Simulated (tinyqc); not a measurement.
Orbital energy against energy difference: ionisation energy by orbital energies and by energy differences in the 6-31g basis, for BeH2, spin multiplicity 1. Computed by the program tinyqc with PySCF. Command: `OMP_NUM_THREADS=1 python tinyqc.py 112406 112407 out.jsonl`; one thread of a shared host (Intel(R) Xeon(R) Processor @ 2.60GHz), about 8 s.

Geometry (angstrom):

| atom | x | y | z |
|---|---|---|---|
| Be | 0.0000 | 0.0000 | 0.0000 |
| H | 0.0000 | 1.2890 | 0.0440 |
| H | 0.0000 | -1.2890 | 0.0440 |

CCSD(T) difference in the same basis = 11.7376 eV

IP-EOM-CCSD = 11.7739 eV

The cation is unrestricted; errors are against CCSD(T) in this basis, not against experiment.

First vertical ionisation energy (eV):

| method | -e(HOMO) | E(cation) - E | error of -e(HOMO) | error of the difference |
|---|---|---|---|---|
| HF | 12.320 | 11.53936 | 0.582 | -0.198 |
| LDA | 7.465 | 11.80008 | -4.273 | 0.062 |
| PBE | 7.490 | 11.82241 | -4.248 | 0.085 |
| B3LYP | 8.693 | 12.07521 | -3.044 | 0.338 |
| PBE0 | 8.883 | 12.00831 | -2.854 | 0.271 |
| CAM-B3LYP | 10.385 | 12.16950 | -1.353 | 0.432 |
| LC-wPBE | 11.866 | 12.32443 | 0.129 | 0.587 |

Koopmans errs by +0.58 eV and Delta-HF by -0.20 eV: relaxation, 0.78 eV, lowers the value and the missing correlation difference works against it. The PBE level is off by -4.2 eV through the wrong tail of its potential, though its energy difference is off by +0.08 eV; exact exchange deepens the level, and among the orbital energies LC-wPBE comes closest; among the differences LDA does.
